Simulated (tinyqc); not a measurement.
# Interface traps from C-V curves, high-low and Terman methods: effects of single changes

MOS capacitor on an n-type substrate; psi is the band bending, negative in depletion; only majority carriers are counted. At the bending psi the Fermi level lies y = xi - psi below the conduction edge at the surface, xi = Vt ln(Nc/Nd). Dit(y) = D0 + D1 exp(-y/E1); traps fill up to the Fermi level, follow the bias and a slow signal, and do not follow a fast one. V is the gate voltage from flat band.

Values chosen for this exercise; band and dielectric values those of a made-up semiconductor:
- T = 350 K (temperature)
- eps_r = 14.7 (relative permittivity)
- Nc = 1.44e19 cm^-3 (conduction-band density of states at T)
- Nd = 6.5e16 cm^-3 (donor density)
- EOT = 9.8 nm (equivalent oxide thickness)
- D0 = 1.3e11 cm^-2 eV^-1 (trap density far from the band edge)
- D1 = 4.4e12 cm^-2 eV^-1 (band-tail density at the conduction edge)
- E1 = 0.1 eV (decay energy of the tail)

Constants: q = 1.602176634e-19 C, kB = 1.380649e-23 J/K, Vt = kB T/q, eps0 = 8.8541878128e-14 F/cm where lengths are in cm. Results are converted to the units shown.

Each table varies one quantity; the others keep the values above.

## Effect of the oxide thickness on the signal

Cox = 3.9 eps0/EOT, LD = sqrt(eps0 eps_r Vt/(q Nd)), u = psi/Vt, Cd = (eps0 eps_r/(sqrt(2) LD)) |exp(u) - 1|/sqrt(exp(u) - u - 1). Ideal V0 = psi - sqrt(2) (eps0 eps_r Vt/LD) sqrt(exp(u) - u - 1)/Cox for psi < 0; the traps add dV = (q/Cox) times the integral of Dit from 0 to psi = (q/Cox) [D0 psi + D1 E1 exp(-xi/E1) (exp(psi/E1) - 1)]. 1/C_HF = 1/Cox + 1/Cd, 1/C_LF = 1/Cox + 1/(Cd + q Dit). All at psi = -0.147 V.

Effect of the oxide thickness on the signal:
```
EOT (nm),dV (mV),C_HF (nF/cm^2),C_LF (nF/cm^2),(C_LF - C_HF)/Cox (%)
1.4,-5.5586,217.69,260.60,1.7396
2.5,-9.9260,203.58,240.63,2.6824
4.4,-17.470,183.07,212.49,3.7491
8,-31.763,153.73,173.96,4.6859
14,-55.586,121.32,133.58,4.9696
26,-103.23,85.342,91.231,4.4339
46,-182.64,57.112,59.691,3.4348
```

What does the comparison show?

The stretch-out grows in proportion to the EOT, from -5.56 to -183 mV, so thin oxides leave Terman's method little to read; the high-low gap goes from 1.74 through a maximum of 4.97 (at EOT = 14 nm among the rows listed) to 3.43 % of Cox.

## An error in the doping read as traps

The sample has Nd; the ideal curve is drawn with Nd (1 + e). At the true psi = -0.147 V the measured C_HF is matched to the ideal curve, which gives psi', and Dit = (Cox/q) [dV/dpsi' - 1 - Cd'(psi')/Cox], derivatives exact.

The same in every row: true Dit (cm^-2 eV^-1) = 3.284e11.

An error in the doping read as traps:
```
e,psi' (V),apparent Dit (cm^-2 eV^-1)
-0.15,-0.1279,8.862e11
-0.1,-0.1343,6.866e11
-0.05,-0.1407,5.011e11
-0.02,-0.1445,3.960e11
0,-0.1470,3.284e11
0.02,-0.1495,2.627e11
0.05,-0.1533,1.675e11
0.1,-0.1595,1.726e10
0.15,-0.1656,-1.232e11
```

The apparent Dit falls from 8.86e11 to -1.23e11 cm^-2 eV^-1, against the true 3.28e11. An error of +5 % in the doping shifts it by -1.61e11 cm^-2 eV^-1, 49.0 % of the true value, and a negative result appears where the assumed doping is too high.

Range of the model: In a narrow-gap semiconductor minority carriers respond as well once the bending nears the inversion point; they are left out.

Numbers from tinyqc (`OMP_NUM_THREADS=1 python tinyqc.py 2030059 2030060 out.jsonl`; about 0.01 s on one thread of a shared Intel Xeon 2.30GHz).
